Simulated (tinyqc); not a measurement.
Dopants and charged point defects at anneal temperature: Fermi-level effect, clustering and pairing. Changing the anneal temperature T. Computed by tinyqc, a small Python program. Command: `OMP_NUM_THREADS=1 python tinyqc.py 3031761 3031762 out.jsonl pairing sweep`. One thread of a shared host (Intel(R) Xeon(R) Processor @ 2.30GHz), about 0.01 s of CPU time with the checks.

Boltzmann statistics and full ionisation of active dopants. Energies are counted from the valence band; the defect (a vacancy or self-interstitial) has five charge states, with all degeneracy factors one.

Inputs (values chosen for the exercise, with bands modelled on silicon): gap at 0 K E_g0 = 1.18 eV; Varshni alpha = 0.000467 eV/K; Varshni beta = 614 K; electron mass m_e = 0.322 m_0; valleys M_c = 6; hole mass m_h = 0.807 m_0; total dopant density N = 1.9e+20 cm^-3; formation enthalpy of the neutral defect H_f = 3.11 eV; formation entropy S_f = 8.3 k_B; site density N_s = 4e+22 cm^-3.

Dopant: acceptor. Second part: pairing with a mobile impurity.

defect levels as fractions of E_g(T): (2+/+), (+/0), (0/-), (-/2-): [0.19, 0.075, 0.53, 0.84]

Constants: m_0 = 9.1093837015e-31 kg; k_B = 1.380649e-23 J/K; h = 6.62607015e-34 J s; k_B = 8.617333262e-05 eV/K.

Method:
- E_g = E_g0 - alpha T^2/(T + beta).
- N_c = 2 M_c (2 pi m_e k_B T/h^2)^(3/2) and N_v = 2 (2 pi m_h k_B T/h^2)^(3/2), masses in units of m_0.
- n_i = sqrt(N_c N_v) exp(-E_g/2 k_B T); E_i = E_g/2 + (k_B T/2) ln(N_v/N_c).
- No clustering: A = N.
- p = A/2 + sqrt(A^2/4 + n_i^2) for an active density A.
- chi = n/n_i (for acceptors n_i/p); E_F = E_i + k_B T ln chi; field enhancement h = 1 + A/sqrt(A^2 + 4 n_i^2).
- C_0 = N_s exp(S_f/k_B) exp(-H_f/k_B T). Ratios to the neutral state at E_F = E_i: r_+ = exp((E(+/0) - E_i)/k_B T), r_2+ = r_+ exp((E(2+/+) - E_i)/k_B T), r_- = exp((E_i - E(0/-))/k_B T), r_2- = r_- exp((E_i - E(-/2-))/k_B T); at other E_F state q scales as chi^(-q). The enhancement is sum r_q chi^(-q)/sum r_q. The charge on the defects is left out of neutrality.

One run for each value; columns: (1) anneal temperature T (K); (2) all defects, doped (cm^-3); (3) enhancement over intrinsic; (4) n_i (cm^-3); (5) active density A (cm^-3); (6) mean charge (e):
```
(1)          (2)     (3)         (4)       (5)     (6)
728   2.4802e+07  345.99  3.0280e+16  1.90e+20  1.9788
802   1.1120e+09  156.61  8.8965e+16  1.90e+20  1.9634
877   2.6771e+10   78.73  2.2397e+17  1.90e+20  1.9410
951   3.7318e+11   43.75  4.8944e+17  1.90e+20  1.9109
1030  4.0605e+12   25.36  1.0085e+18  1.90e+20  1.8688
1100  2.5200e+13   16.58  1.7708e+18  1.90e+20  1.8223
1170  1.2573e+14   11.37  2.9284e+18  1.90e+20  1.7672
1250  6.3518e+14    7.76  4.8951e+18  1.90e+20  1.6939
```

Describe and explain the trends.

Over the rows, all defects, doped (cm^-3) rises from 2.48e7 to 6.35e14 (exponent d ln y / d ln x 39 between the first rows and 24 between the last); enhancement over intrinsic falls from 346 to 7.76 (exponent d ln y / d ln x -8.2 between the first rows and -5.8 between the last); n_i (cm^-3) rises from 3.03e16 to 4.90e18 (exponent d ln y / d ln x 11 between the first rows and 7.8 between the last). A line through ln(all defects) against 1/(k_B T) gives 2.56 eV, against H_f = 3.11 eV for the neutral state alone.

Caution (all rows): the carrier density exceeds the effective density of states, where Boltzmann statistics understate the shift of E_F and so the density of charged defects (gap narrowing, also left out, works the other way).
